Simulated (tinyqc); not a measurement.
Voltage acceleration of oxide breakdown, four models on the same data: one step of the calculation.

Field E = V/tox in MV/cm. Models: ln(t63/1 s) = a - c X with X = E (E model), -1/E (1/E model), ln V (power law, c the exponent n) or sqrt(E).

Problem. Fitting the models. The three stress times were made with the power model, c = 43.7, and are treated as data. For each model fit ln t63 on X by least squares over the three points.

Parameters, values chosen for the exercise: oxide thickness tox = 5.2 nm.

```
stress  V (V)  t63 (s)
0        3.82  2.263e6
1        4.46     2600
2        5.14     5.27
```

Wanted: c; a; largest misfit in ln t63 (0: below 0.002).

Solution.

```
model        c        a  largest misfit in ln t63 (0: below 0.002)
E       5.1056   51.974                                    0.32015
1/E     369.95  -35.587                                    0.31749
power   43.700   73.201                                    0.00000
sqrt E  29.915   95.634                                    0.16014
```

The worst misfit of any model is 0.32 in ln t63, a factor of 1.38 in time, comparable to the scatter of t63 from small samples, so such data hardly tell the models apart.

Range of the model: All four laws are empirical fits; none is established far below the stress range.

Program tinyqc, `OMP_NUM_THREADS=1 python tinyqc.py 2070049 2070050 out.jsonl`; Intel Xeon 2.30GHz, shared host, one thread, about 0.01 s.
